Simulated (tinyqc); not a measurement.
Worked calculation: lattice vibrations of a chain. One step of it, computed by the program tinyqc.

Task: Dynamical matrix at q = 0.3. q is in units of 2 pi/a. A spring k from atom i to atom j, n cells on, adds k to Phi_ii and Phi_jj, -k exp(2 pi i q n) to Phi_ij and the conjugate to Phi_ji (for one atom a cell: 2k (1 - cos 2 pi q n)); D_ij = Phi_ij / sqrt(m_i m_j).

A chain moving along its axis:
```
atom,mass (u),spring to the next atom (eV/angstrom^2)
1,65.900000,18.200000
2,25.200000,5.100000
3,21.800000,5.100000
second neighbours,-,2.000000
```

Give: D(q).

Result:

D(q) (eV/(angstrom^2 u)):
```
,1,2,3
1,0.4143,-0.4314+0.0467i,-0.0112+0.1280i
2,-0.4314-0.0467i,1.0833,-0.1912+0.0812i
3,-0.0112-0.1280i,-0.1912-0.0812i,0.6514
```
